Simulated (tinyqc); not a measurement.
The methods across T_c: square-lattice Ising model by mean field, Bethe lattice, transfer matrix, exact enumeration and Monte Carlo steps. Computed by tinyqc, a small Python program. Command: `OMP_NUM_THREADS=1 python tinyqc.py 3013248 3013249 out.jsonl ising walk`. One thread of a shared host (Intel(R) Xeon(R) Processor @ 2.30GHz), about 1 s of CPU time with the checks.

H = -J sum over nearest pairs s_i s_j, s = +-1, no field, periodic boundaries; energies per site are in J. As a lattice gas or an alloy, s marks which species holds the site.

Inputs (values chosen for the exercise, for a model lattice): coupling J = 11.1 meV; factor on the grid 1.5, 1.85, 2.1, 2.45, 2.65, 3.1, 3.6, 4.4 of k_B T/J = 0.944.

Enumerated cell: 4 x 5.

Constants: k_B = 8.617333262e-05 eV/K.

Method:
- K = J/(k_B T). Mean field: m = tanh(4 K m), u = -2 m^2. Bethe: cavity field h = 3 artanh(tanh K tanh h), m = tanh(4h/3), u = -2 (tanh K + tanh^2 h)/(1 + tanh K tanh^2 h). Exact: m = [1 - sinh(2K)^(-4)]^(1/8) below T_c; u = -coth(2K) [1 + (2/pi)(2 tanh^2(2K) - 1) K1(k)], k = 2 sinh(2K)/cosh^2(2K), K1 the complete elliptic integral of the first kind. The largest root is taken.
- Weights count x exp(-K E); N = 20; u = <E>/N, c = K^2 (<E^2> - <E>^2)/N in k_B, Binder U = 1 - <M^4>/(3 <M^2>^2).
- The grid values of k_B T/J times the given factor are rounded to 3 figures before use.

States of the 4 x 5 cell:
```
E (J)  |M|  count
-40     20      2
-32     18     40
-28     16     80
-24      4     10
-24     12     50
-24     14    240
-24     16    300
-20      0     44
-20      2     80
-20      6     80
-20      8    160
-20     10    408
-20     12    680
-20     14    960
-16      0    260
-16      2    640
-16      4   1080
-16      6   1280
-16      8   1760
-16     10   2200
-16     12   3060
-16     14   1080
-12      0   2960
-12      2   5800
-12      4   5840
-12      6   6680
-12      8   7680
-12     10   8400
-12     12   3880
-8       0  10380
-8       2  21680
-8       4  22650
-8       6  23000
-8       8  20620
-8      10  11280
-8      12   2020
-4       0  30880
-4       2  59640
-4       4  54960
-4       6  44240
-4       8  25200
-4      10   6680
0        0  48442
0        2  91280
0        4  72320
0        6  42880
0        8  15720
0       10   2040
4        0  46640
4        2  82600
4        4  55920
4        6  26200
4        8   5200
8        0  29000
8        2  49320
8        4  27960
8        6   8120
8        8   1180
12       0  11740
12       2  17960
12       4   8680
12       6   2160
16       0   3200
16       2   5360
16       4   1860
16       6    400
20       0    960
20       2   1200
20       4    600
24       0    200
24       2    280
24       4     60
28       0     40
28       2     80
32       0     10
```

Order and energy:
```
k_B T/J   T (K)  m mean field  m Bethe  m exact  <|m|> cell  u Bethe  u exact   u cell   U cell
1.42     182.91       0.99257  0.99073  0.99054     0.99035  -1.9655  -1.9651  -1.9649  0.66514
1.75     225.42       0.97731  0.96685  0.96401     0.96247  -1.8844  -1.8800  -1.8781  0.65894
1.98     255.04       0.95939  0.93256  0.91763     0.91934  -1.7792  -1.7597  -1.7622  0.64665
2.31     297.55       0.92084  0.83648  0.00000     0.81335  -1.5286  -1.3254  -1.5122  0.60750
2.50     322.03       0.89064  0.73573  0.00000     0.73741  -1.3147  -1.1061  -1.3471  0.57176
2.93     377.41       0.79533  0.00000  0.00000     0.57785  -0.6573  -0.8466  -1.0179  0.46924
3.40     437.95       0.62950  0.00000  0.00000     0.45997  -0.5718  -0.6860  -0.7802  0.36041
4.15     534.56       0.00000  0.00000  0.00000     0.36041  -0.4728  -0.5328  -0.5715  0.24233
```

What follows from these numbers?

At k_B T/J = 1.42 all values of m agree within 0.003. At 2.31 the exact m is 0 while Bethe gives 0.84, mean field 0.92 and the cell 0.81: neglect of fluctuations raises T_c, and a finite cell rounds the transition. U falls from 0.665 (2/3 when ordered) to 0.242 (0 for a large disordered system).
